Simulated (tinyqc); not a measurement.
Chemical-mechanical planarisation: Preston law, pattern density and step-height reduction. Changing the planarisation length. Computed by tinyqc, a small Python program. Command: `OMP_NUM_THREADS=1 python tinyqc.py 3007698 3007699 out.jsonl cmp sweep`. One thread of a shared host (Intel(R) Xeon(R) Processor @ 2.30GHz), about 0.02 s of CPU time with the checks.

A row of 12 cells, repeated periodically, holds raised features that cover a share rho of each cell.

Inputs (values chosen for the exercise, close to those used for oxide polishing):
```
quantity,value,unit
Preston coefficient K,1.6e-13,1/Pa
pressure P,24,kPa
platen and carrier speed,60,rpm
distance between the centres,19,cm
initial step height h0,620,nm
contact height h_c,110,nm
film above the raised areas z0,1100,nm
cell size,1.3,mm
polish time t,52,s
```

local pattern densities, cell by cell: [0.4, 0.2, 0.8, 0.3, 0.9, 0.4, 0.5, 0.6, 0.25, 0.5, 0.3, 0.5]

Method:
- With equal rotation speeds the relative speed is uniform, v = omega r_c; Preston rate R0 = K P v.
- The stiff pad averages the density: rho_eff(i) = sum_j w_ij rho_j / sum_j w_ij, w = exp(-2 d^2/L^2), L the planarisation length and d the distance between cell centres, summed over all periodic images of cell j.
- While h > h_c only raised areas polish, at R0/rho_eff, until t_c = rho_eff (h0 - h_c)/R0. After that h = h_c exp(-(t - t_c)/tau), tau = rho_eff h_c/R0; low areas polish at R0 (1 - h/h_c) and raised areas at R0 [1 + (1 - rho_eff) h/(rho_eff h_c)]. Removed from raised areas after t_c: h0 - h_c + R0 (t - t_c) + (1 - rho_eff)(h_c - h); from low areas: R0 (t - t_c) - rho_eff (h_c - h). Film left = z0 less the removal from raised areas.

One run for each value:
```
planarisation length (mm),range of film left across the row (nm),largest remaining step (nm),thinnest film left (nm)
0.39,469.3,355.1,365.8
0.57,469.3,355.1,365.8
0.82,464.0,353.0,369.1
1.20,398.6,326.3,407.7
1.70,276.9,273.9,477.0
2.50,197.0,227.4,510.3
3.70,159.1,201.6,522.6
5.40,122.1,175.7,533.5
7.80,67.1,146.5,559.4
```

Describe and explain the trends.

Over the rows, range of film left across the row (nm) falls from 469 to 67.1; largest remaining step (nm) falls from 355 to 147; thinnest film left (nm) rises from 366 to 559. A long planarisation length makes every cell see the mean density.

Extremes, crossings and ranges named in words are read from the listed rows.
